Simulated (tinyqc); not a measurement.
Band gaps under pressure and temperature from deformation potentials: one step. Gaps at P and T. Three cases, with inputs chosen for the exercise.

Task: Give both shifts and the gaps.

Murnaghan: V/V0 = (1 + Bp P/B0)^(-1/Bp), B0 = (C11 + 2 C12)/3. Each gap moves by a ln(V/V0) with its volume potential a, and falls with temperature by aV T^2/(T + bV) (Varshni); the two effects are added. No change of phase is considered.

Case 1.

Values chosen (near those of Ge, the X and L potentials typical of such crystals; shifted at random, so the results belong to these values and not to a real crystal): Eg = 0.899 eV (gap at Gamma to the s-like level at 0 K, 0 GPa); EgX = 0.918 eV (gap to X at 0 K, 0 GPa); EgL = 0.738 eV (gap to L at 0 K, 0 GPa); aG = -9.33 eV (volume potential of the Gamma gap); aX = 2.05 eV (volume potential of the X gap); aL = -2.65 eV (volume potential of the L gap); aV = (0.579, 0.475, 0.456) meV/K (Varshni alpha of Gamma, X, L); bV = (285, 217, 237) K (Varshni beta of Gamma, X, L); T = 400 K (temperature).

ln(V/V0) = -0.0610849

Case 2.

Values chosen (near those of GaP, the X and L potentials typical of such crystals; shifted at random, so the results belong to these values and not to a real crystal): Eg = 2.875 eV (gap at Gamma to the s-like level at 0 K, 0 GPa); EgX = 2.348 eV (gap to X at 0 K, 0 GPa); EgL = 2.758 eV (gap to L at 0 K, 0 GPa); aG = -10.04 eV (volume potential of the Gamma gap); aX = 1.09 eV (volume potential of the X gap); aL = -3.94 eV (volume potential of the L gap); aV = (0.6, 0.579, 0.558) meV/K (Varshni alpha of Gamma, X, L); bV = (382, 352, 373) K (Varshni beta of Gamma, X, L); T = 400 K (temperature).

ln(V/V0) = -0.0401009

Case 3.

Values chosen (near those of GaSb, the X and L potentials typical of such crystals; shifted at random, so the results belong to these values and not to a real crystal): Eg = 0.803 eV (gap at Gamma to the s-like level at 0 K, 0 GPa); EgX = 1.135 eV (gap to X at 0 K, 0 GPa); EgL = 0.86 eV (gap to L at 0 K, 0 GPa); aG = -8.17 eV (volume potential of the Gamma gap); aX = 1.77 eV (volume potential of the X gap); aL = -4.1 eV (volume potential of the L gap); aV = (0.411, 0.471, 0.602) meV/K (Varshni alpha of Gamma, X, L); bV = (145, 98, 139) K (Varshni beta of Gamma, X, L); T = 400 K (temperature).

ln(V/V0) = -0.0388202

Give: pressure shifts; temperature shifts; gaps.

Result:

Case 1.

pressure shifts (eV): Gamma 0.5699, X -0.1252, L 0.1619

temperature shifts (eV): Gamma -0.1352, X -0.1232, L -0.1145

gaps (eV): Gamma 1.3337, X 0.6696, L 0.7853

The lowest valley is X (indirect gap), 116 meV below L; at 0 K and 0 GPa it is L.

Case 2.

pressure shifts (eV): Gamma 0.4026, X -0.0437, L 0.1580

temperature shifts (eV): Gamma -0.1228, X -0.1232, L -0.1155

gaps (eV): Gamma 3.1549, X 2.1811, L 2.8005

The lowest valley is X (indirect gap), 619 meV below L; at 0 K and 0 GPa it is X.

Case 3.

pressure shifts (eV): Gamma 0.3172, X -0.0687, L 0.1592

temperature shifts (eV): Gamma -0.1207, X -0.1513, L -0.1787

gaps (eV): Gamma 0.9995, X 0.9150, L 0.8405

The lowest valley is L (indirect gap), 75 meV below X; at 0 K and 0 GPa it is Gamma.

Computed by tinyqc, one run a case: `OMP_NUM_THREADS=1 python tinyqc.py N N+1 out.jsonl` with N = 1080874, 1080882, 1080892; one thread of a shared Intel(R) Xeon(R) Processor @ 2.30GHz, about 0.01 s a run at most.
